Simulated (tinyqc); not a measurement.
From results back to parameters: deformation-potential model of the X valleys of a conduction band. Three cases, with inputs chosen for the exercise.

Problem. An ellipsoidal valley with ml > mt has the density-of-states mass m_d = (ml mt^2)^(1/3) and, averaged over equivalent valleys, the conductivity mass m_c = 3/(1/ml + 2/mt).

Case 1.

m_d = 0.5153325 m0
m_c = 0.3641519 m0

Case 2.

m_d = 0.4840833 m0
m_c = 0.3416574 m0

Case 3.

m_d = 0.3596671 m0
m_c = 0.2804164 m0

Find: K = ml/mt; mt; ml.

Solution. With K = ml/mt, m_d/m_c = K^(1/3) (2 + 1/K)/3, which rises steadily for K > 1 and so fixes K; then mt = m_d K^(-1/3) and ml = K mt.

Case 1.

K = ml/mt = 7.969
mt = 0.258 m0
ml = 2.056 m0

Case 2.

K = ml/mt = 8.004
mt = 0.242 m0
ml = 1.937 m0

Case 3.

K = ml/mt = 5.480
mt = 0.204 m0
ml = 1.118 m0

Computed by tinyqc, one run a case: `OMP_NUM_THREADS=1 python tinyqc.py N N+1 out.jsonl` with N = 1081255, 1081374, 1081417; one thread of a shared Intel(R) Xeon(R) Processor @ 2.30GHz, about 0.03 s a run at most.
